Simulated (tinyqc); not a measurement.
Empirical pseudopotential in a few plane waves, step by step. One step of it, computed by the program tinyqc.

Task: Bloch Hamiltonian at G. Basis: the 15 shortest G (labels in 2 pi/a), the same at every k. H(G,G') = c |k + G|^2 delta + VS(|G-G'|^2) cos((G-G').tau) + i VA sin((G-G').tau), tau = a/8 (1,1,1); 1 Ry = 13.605693 eV.

Parameters chosen for this model: fcc lattice, atoms at +/- a/8 (1,1,1); form factors in rydberg at |G|^2 in units of (2 pi/a)^2:

| parameter | value | unit |
|---|---|---|
| a | 6.240000 | angstrom |
| VS(3) | -0.246000 | Ry |
| VS(8) | -0.008000 | Ry |
| VS(11) | 0.049000 | Ry |
| VA(3) | 0 | Ry |
| VA(4) | 0 | Ry |
| VA(11) | 0 | Ry |
| hbar^2/2m (2 pi/a)^2 | 3.862900 | eV |

k point G (2 pi / a): 0  0  0

Give: H(k) at G.

Result:

H(k) at G (eV):
```
         +0+0+0   -1-1-1   -1-1+1   -1+1-1   -1+1+1   +1-1-1   +1-1+1   +1+1-1
+0+0+0   0.0000   2.3667  -2.3667  -2.3667  -2.3667  -2.3667  -2.3667  -2.3667
-1-1-1   2.3667  11.5887   0.0000   0.0000   0.1088   0.0000   0.1088   0.1088
-1-1+1  -2.3667   0.0000  11.5887  -0.1088   0.0000  -0.1088   0.0000   0.0000
-1+1-1  -2.3667   0.0000  -0.1088  11.5887   0.0000  -0.1088   0.0000   0.0000
-1+1+1  -2.3667   0.1088   0.0000   0.0000  11.5887   0.0000  -0.1088  -0.1088
+1-1-1  -2.3667   0.0000  -0.1088  -0.1088   0.0000  11.5887   0.0000   0.0000
+1-1+1  -2.3667   0.1088   0.0000   0.0000  -0.1088   0.0000  11.5887  -0.1088
+1+1-1  -2.3667   0.1088   0.0000   0.0000  -0.1088   0.0000  -0.1088  11.5887
+1+1+1   2.3667   0.0000   0.1088   0.1088   0.0000   0.1088   0.0000   0.0000
-2+0+0   0.0000  -2.3667  -2.3667  -2.3667   2.3667   0.4714  -0.4714  -0.4714
+0-2+0   0.0000  -2.3667  -2.3667   0.4714  -0.4714  -2.3667   2.3667  -0.4714
+0+0-2   0.0000  -2.3667   0.4714  -2.3667  -0.4714  -2.3667  -0.4714   2.3667
+0+0+2   0.0000  -0.4714   2.3667  -0.4714  -2.3667  -0.4714  -2.3667   0.4714
+0+2+0   0.0000  -0.4714  -0.4714   2.3667  -2.3667  -0.4714   0.4714  -2.3667
+2+0+0   0.0000  -0.4714  -0.4714  -0.4714   0.4714   2.3667  -2.3667  -2.3667

         +1+1+1   -2+0+0   +0-2+0   +0+0-2   +0+0+2   +0+2+0   +2+0+0
+0+0+0   2.3667   0.0000   0.0000   0.0000   0.0000   0.0000   0.0000
-1-1-1   0.0000  -2.3667  -2.3667  -2.3667  -0.4714  -0.4714  -0.4714
-1-1+1   0.1088  -2.3667  -2.3667   0.4714   2.3667  -0.4714  -0.4714
-1+1-1   0.1088  -2.3667   0.4714  -2.3667  -0.4714   2.3667  -0.4714
-1+1+1   0.0000   2.3667  -0.4714  -0.4714  -2.3667  -2.3667   0.4714
+1-1-1   0.1088   0.4714  -2.3667  -2.3667  -0.4714  -0.4714   2.3667
+1-1+1   0.0000  -0.4714   2.3667  -0.4714  -2.3667   0.4714  -2.3667
+1+1-1   0.0000  -0.4714  -0.4714   2.3667   0.4714  -2.3667  -2.3667
+1+1+1  11.5887  -0.4714  -0.4714  -0.4714  -2.3667  -2.3667  -2.3667
-2+0+0  -0.4714  15.4516  -0.1088  -0.1088   0.1088   0.1088   0.0000
+0-2+0  -0.4714  -0.1088  15.4516  -0.1088   0.1088   0.0000   0.1088
+0+0-2  -0.4714  -0.1088  -0.1088  15.4516   0.0000   0.1088   0.1088
+0+0+2  -2.3667   0.1088   0.1088   0.0000  15.4516  -0.1088  -0.1088
+0+2+0  -2.3667   0.1088   0.0000   0.1088  -0.1088  15.4516  -0.1088
+2+0+0  -2.3667   0.0000   0.1088   0.1088  -0.1088  -0.1088  15.4516
```
